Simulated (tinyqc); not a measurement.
From results back to parameters: Lorentz oscillators and the Kramers-Kronig relations. Four cases, with inputs chosen for the exercise.

Problem. Below the gap a single undamped oscillator gives n^2 - 1 = Eo Ed/(Eo^2 - E^2) (Wemple-DiDomenico). Two refractive indices were computed from hidden Eo and Ed.

Find: Eo; Ed; n at E = 0.
Method. 1/(n^2 - 1) = Eo/Ed - E^2/(Eo Ed) is a straight line in E^2: slope -1/(Eo Ed), intercept Eo/Ed.

Case 1.

Values chosen: Ea = 1 eV; Eb = 2.19 eV.
n(Ea) = 2.075700
n(Eb) = 2.253008

Solution.

Eo = 4.60 eV
Ed = 14.5 eV
n at E = 0 = 2.038

Case 2.

Values chosen: Ea = 0.96 eV; Eb = 1.82 eV.
n(Ea) = 2.920653
n(Eb) = 3.580727

Solution.

Eo = 2.74 eV
Ed = 18.1 eV
n at E = 0 = 2.758

Case 3.

Values chosen (out of a larger set: line positions loosely like those of GaN; Lorentz tails absorb below the gap, where the real solid is clear; not measured data): Ea = 1.19 eV; Eb = 2.21 eV.

n(Ea) = 2.226602
n(Eb) = 2.296493

Solution.

Eo = 6.95 eV
Ed = 26.7 eV
n at E = 0 = 2.200

Case 4.

Values chosen (out of a larger set: line positions loosely like those of GaN; Lorentz tails absorb below the gap, where the real solid is clear; not measured data): Ea = 1.1 eV; Eb = 2.43 eV.

n(Ea) = 2.081874
n(Eb) = 2.177455

Solution.

Eo = 6.66 eV
Ed = 21.6 eV
n at E = 0 = 2.060

Computed by tinyqc, one run a case: `OMP_NUM_THREADS=1 python tinyqc.py N N+1 out.jsonl` with N = 1651313, 1651322, 1651334, 1651336; one thread of a shared Intel(R) Xeon(R) Processor @ 2.30GHz, about 0.2 s a run at most.
